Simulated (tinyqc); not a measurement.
MOS capacitor with interface traps: C-V stretch-out, conductance peak and subthreshold swing: one step, computed by the program tinyqc. Command: `OMP_NUM_THREADS=1 python tinyqc.py 3009752 3009753 out.jsonl mostraps walk`. One thread of a shared host (Intel(R) Xeon(R) Processor @ 2.30GHz), about 0.01 s of CPU time with the checks.

Energies at the interface are counted from the valence band. psi > 0 means bending towards depletion, so the surface potential is +psi. Boltzmann statistics, full ionisation, no quantum confinement. Traps are neutral when filled up to E_n, with a sharp (zero-temperature) occupation.

Task: Substrate and insulator. N_c = 2 M_c (2 pi m_e k_B T/h^2)^(3/2) and N_v = 2 (2 pi m_h k_B T/h^2)^(3/2), masses in units of m_0. n_i = sqrt(N_c N_v) exp(-E_g/2 k_B T); E_F = k_B T ln(N_v/N); phi_B = (k_B T/e) ln(N/n_i); L_D = sqrt(eps_s eps_0 k_B T/(e^2 N)); C_ox = eps_ox eps_0/t_ox.

Inputs (values chosen for the exercise, modelled on InP, with an insulator like Si3N4):
```
quantity                     value   unit
gap E_g                       1.36     eV
electron mass m_e           0.0807    m_0
valleys M_c                      1      -
hole mass m_h                0.609    m_0
dielectric constant eps_s     12.9      -
doping N                   1.8e+15  cm^-3
insulator constant eps_ox     7.24      -
insulator thickness t_ox        13     nm
temperature T                  400      K
```

Substrate: p-type. Trap spectrum: U-shaped.

Constants: m_0 = 9.1093837015e-31 kg; k_B = 1.380649e-23 J/K; h = 6.62607015e-34 J s; k_B = 8.617333262e-05 eV/K; eps_0 = 8.8541878128e-12 F/m; e = 1.602176634e-19 C.

Give: k_B T; n_i; bulk E_F; phi_B; Debye length L_D; C_ox; effective density of states of the majority band.

Result:

k_B T = 0.03447 eV

n_i = 1.091e+10 cm^-3

bulk E_F = 0.3182 eV

phi_B = 0.4141 V

Debye length L_D = 116.8 nm

C_ox = 0.4931 microF/cm^2

effective density of states of the majority band = 1.836e+19 cm^-3
